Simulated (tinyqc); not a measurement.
Inside a calculation: heavy doping: gap narrowing, degeneracy and the minority density. Values are carried at full precision from step to step, so a last printed digit may differ when a step is redone from the rounded ones.

Empirical narrowing (Slotboom form, constants chosen for the exercise; published fits of this form give the apparent narrowing, here it is taken as the true one): dEg = E0 [ln(N/N0) + sqrt(ln(N/N0)^2 + C)].

Constants: kB = 8.617333262e-05 eV/K; e^2/(4 pi eps0) = 14.39964547 eV angstrom.

Parameters, chosen for this exercise (gap and densities of states near those of Ge at this temperature; narrowing constants of the size fitted for Si, not for this material; shifted at random, so the results belong to these values and not to a real crystal): N = 1.3e+19 1/cm^3 (ionised donors, equal to the majority density); E0 = 9.39 meV (narrowing scale); N0 = 1.2e+17 1/cm^3 (onset density); C = 0.5 (smoothing constant); Nc = 1.61e+19 1/cm^3 (conduction-band density of states); Eg = 0.625 eV (gap); Nv = 7.77e+18 1/cm^3 (valence-band density of states); T = 400 K; eps = 16.1 (dielectric constant); Mv = 4 (majority valleys).

## Gap narrowing

Evaluate at N.

ln(N/N0) = 4.6852
dEg (empirical fit) = 88.49 meV

Well above N0 each decade of doping adds 2 E0 ln 10 = 43.2 meV.

## Degeneracy of the majority band

F_j(eta) = (1/Gamma(j + 1)) integral_0^infinity x^j dx/(1 + exp(x - eta)), which tends to exp(eta) for eta << 0.

Majority: N = Nc F_1/2(eta), eta the distance of EF beyond the majority band edge in kT. Degeneracy factor gam = F_1/2(eta)/exp(eta). ni0^2 = Nc Nv exp(-Eg/kT); product n p = ni0^2 gam exp(dEg/kT), dEg the true narrowing; apparent narrowing dEa = dEg + kT ln gam; minority density = n p/N.

Solve for eta and form gam.

N/Nc = 0.8075
eta = 0.0685
gam = 0.7540

## Product and minority density

Combine both effects.

ni0 = 1.29e+15 1/cm^3
exp(dEg/kT) = 13.0
dEa = 78.8 meV
sqrt(n p) = 4.05e+15 1/cm^3
minority density = 1.26e+12 1/cm^3

Narrowing multiplies the product by 13 and degeneracy by 0.754; together they change the minority density by a factor 9.82 against ni0^2/N.

## Two estimates of the size

Two physical estimates, e2 = e^2/(4 pi eps0), N in 1/angstrom^3: exchange shift at the Fermi level, Ex = (e2/eps) kF/pi with kF = (3 pi^2 N/Mv)^(1/3); screened-pair energy (Lanyon-Tuft), Es = (3/4)(e2/eps) qs with qs^2 = (4 pi e2 N/(eps kT)) F_-1/2(eta)/F_1/2(eta).

Evaluate both at N.

kF = 0.04582 1/angstrom
Ex = 13.05 meV
Es = 38.61 meV

Against the fitted dEg = 88.5 meV, Ex is 0.15 and Es 0.44 times as large; each keeps one mechanism only, and Ex assumes a strongly degenerate gas, while here eta is only 0.07.

## Checks

- Minority density against the Boltzmann occupation of the other band at the narrowed gap (1/cm^3): both 1.262e+12.

Run: tinyqc, `OMP_NUM_THREADS=1 python tinyqc.py 1652327 1652328 out.jsonl`; Intel(R) Xeon(R) Processor @ 2.30GHz, one thread, shared host; about 0.01 s of CPU time with all checks.
